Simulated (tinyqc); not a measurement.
Single-oscillator infrared dielectric function of a polar cubic crystal: one step, computed by the program tinyqc. Command: `OMP_NUM_THREADS=1 python tinyqc.py 3019424 3019425 out.jsonl infrared walk`. One thread of a shared host (Intel(R) Xeon(R) Processor @ 2.30GHz), about 0.01 s of CPU time with the checks.

One ion pair, charges +Z* and -Z*, in a cell of volume Omega = a^3/4. Frequencies omega are given as wavenumbers (1/cm); eps_s is the static dielectric constant.

Problem. Surface and particle modes. Without damping, eps(omega) = -x eps_m gives omega^2 = omega_TO^2 (eps_s + x eps_m)/(eps_inf + x eps_m): x = 1 for a flat surface at large wave vector, x = 2 for the dipole mode of a small sphere. The reflectivity R for light from vacuum (not from the medium eps_m) vanishes where eps = 1, omega^2 = omega_TO^2 (eps_s - 1)/(eps_inf - 1).

Inputs (values chosen for the exercise, modelled on indium arsenide): omega_TO = 221 1/cm; eps_inf = 12.6; eps_m of the surrounding medium = 2.1.

Structure: zinc blende. Free carriers: absent.

eps_s = 15.28196

Give: surface mode; sphere mode; zero of R.

Solution.

surface mode = 240.3 1/cm

sphere mode = 238.0 1/cm

zero of R = 245.2 1/cm
